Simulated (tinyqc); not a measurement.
Implant damage, amorphisation by cascade overlap, and solid-phase epitaxial regrowth: one step, computed by the program tinyqc. Command: `OMP_NUM_THREADS=1 python tinyqc.py 3112327 3112328 out.jsonl sper walk`. One thread of a shared host (Intel(R) Xeon(R) Processor @ 2.30GHz), about 0.01 s of CPU time with the checks.

Range and width of the damage are inputs. Dynamic annealing enters only through the surviving share f.

Task: Damage energy and displacements per ion. Robinson partition: eps = E a M2/(Z1 Z2 (e^2/(4 pi eps_0)) (M1 + M2)), a = 0.8853 a_0/sqrt(Z1^(2/3) + Z2^(2/3)); k = 0.0793 Z1^(2/3) Z2^(1/2) (M1 + M2)^(3/2)/((Z1^(2/3) + Z2^(2/3))^(3/4) M1^(3/2) M2^(1/2)); damage energy T_d = E/(1 + k (eps + 0.40244 eps^(3/4) + 3.4008 eps^(1/6))); displacements nu = 0.8 T_d/(2 E_d).

Inputs (values chosen for the exercise, modelled on arsenic ions in germanium): ion Z1 = 33; ion mass M1 = 74.9 u; target Z2 = 32; target mass M2 = 72.63 u; ion energy E = 160 keV; displacement energy E_d = 13 eV.

Constants: a_0 = 0.529177210903 angstrom; e^2/(4 pi eps_0) = 14.39964548 eV angstrom.

Give: reduced energy eps; k; damage energy T_d; T_d/E; displacements per ion nu.

Result:

reduced energy eps = 0.53773

k = 0.15614

damage energy T_d = 99.858 keV

T_d/E = 0.62411

displacements per ion nu = 3072.6

38 % of the energy goes to electrons.
